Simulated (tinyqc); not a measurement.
## Deformation potential from the mobility gain

Problem. Tension X along [100] raises the x valleys by D = Xu (s11 - s12) X against the y and z valleys. Their share is f = w/(w + 2), w = exp(-D/Vt), and for current along [100] mu/mu0 = [f/ml + (1 - f)/mt]/[(1/ml + 2/mt)/3]. Find f, D and Xu.

Parameters, values chosen for the exercise; values close to those of silicon: temperature T = 350 K; compliance s11 = 7.75 1/TPa; compliance s12 = -2.14 1/TPa; longitudinal mass ml = 0.905 m0; transverse mass mt = 0.188 m0.

Constants: q = 1.602176634e-19 C, kB = 1.380649e-23 J/K, Vt = kB T/q. Results are converted to the units shown.

mu/mu0 = 1.07897826
X = 120 MPa

Answer. The gain is linear in f; w = 2 f/(1 - f).

f = 0.260
D = 10.6 meV
Xu = 8.97 eV

Program tinyqc, `OMP_NUM_THREADS=1 python tinyqc.py 2530037 2530038 out.jsonl`; Intel Xeon 2.30GHz, shared host, one thread, about 0.01 s.
